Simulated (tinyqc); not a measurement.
The integration grid: Kohn-Sham M06L on finer and finer grids in the sto-6g basis, for BeH2, spin multiplicity 1. Computed by the program tinyqc with PySCF. Self-consistent on each grid; the net force on the molecule should vanish.

Geometry (angstrom):
```
atom,x,y,z
Be,0.0000,0.0000,0.0000
H,0.0000,1.2310,0.0000
H,0.0000,-1.1890,0.0000
```

Kohn-Sham energy on Becke grids (radial x angular points per atom):
```
grid,points,residual of the electron count,E (hartree),E - finest (mhartree),largest net force without grid terms (hartree/bohr)
10 x 14,406,-5.24e-02,-15.84245,25.75973,1.37e-02
15 x 26,1149,3.89e-02,-15.86791,0.30600,6.47e-03
20 x 50,2972,9.58e-04,-15.87116,-2.94575,1.11e-03
30 x 86,7697,3.64e-05,-15.86842,-0.20773,1.34e-03
50 x 194,29028,-3.01e-06,-15.86820,0.01709,2.34e-04
75 x 302,67779,2.94e-07,-15.86822,-0.00638,1.33e-04
120 x 590,212016,9.69e-10,-15.86821,0.00000,2.41e-06
```

What does the comparison show, and why?

The energy is within 0.1 mhartree of the finest grid first at 50 x 194. The error has both signs, since quadrature is not variational. The electron count and the net force are cheap signs of a poor grid.
